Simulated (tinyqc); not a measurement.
Free and trapped electrons in a MOS channel with a dense trap tail: one step of the calculation.

p-type body, charge-sheet picture, full ionisation (an idealisation for deep acceptors), Boltzmann statistics for free electrons. e = Ec - EF at the surface. Acceptor-like traps of density D(E) = D0 + De exp(-E/Ew) at depth E below Ec, from 0 to Eu, hold n_t = integral of D(E)/(1 + exp((e - E)/Vt)). psi = Eg - Vt ln(Nv/Na) - e; N_dep = sqrt(2 eps0 eps_r Na (psi - Vt)/q); n_f = sqrt(N_dep^2 + 2 eps0 eps_r Vt Nc exp(-e/Vt)/q) - N_dep; Vg = Vfb + psi + q (N_dep + n_t + n_f)/Cox, Cox = eps0 eox/tox.

Problem. Trapped charge. Trapezoid rule on 15 equal steps from 0 to Eu, f = 1/(1 + exp((e - E)/Vt)).

Inputs (values chosen for the exercise); band and dielectric values close to those of 4H silicon carbide:
- T = 475 K (temperature)
- D0 = 1.8e10 cm^-2 eV^-1 (constant background density of acceptor-like traps)
- De = 4.7e12 cm^-2 eV^-1 (density of the tail at the conduction edge)
- Ew = 0.11 eV (decay energy of the tail)
- Eu = 0.54 eV (depth below Ec down to which the traps reach)
- e = 0.181 eV (Ec - EF at the surface)

Constants: q = 1.602176634e-19 C, kB = 1.380649e-23 J/K, Vt = kB T/q. Results are converted to the units shown.

Give: E; D(E) f; n_t.

Solution.

E, point 0 to 15 (eV): [0, 0.03600, 0.07200, 0.1080, 0.1440, 0.1800, 0.2160, 0.2520, 0.2880, 0.3240, 0.3600, 0.3960, 0.4320, 0.4680, 0.5040, 0.5400]
D(E) f, point 0 to 15 (cm^-2 eV^-1): [5.600e10, 9.581e10, 1.604e11, 2.559e11, 3.711e11, 4.608e11, 4.754e11, 4.195e11, 3.362e11, 2.573e11, 1.937e11, 1.457e11, 1.103e11, 8.466e10, 6.609e10, 5.267e10]
n_t = 1.255e11 cm^-2

tinyqc, about 0.02 s, one thread, Intel Xeon 2.30GHz (shared host): `OMP_NUM_THREADS=1 python tinyqc.py 2222008 2222009 out.jsonl`
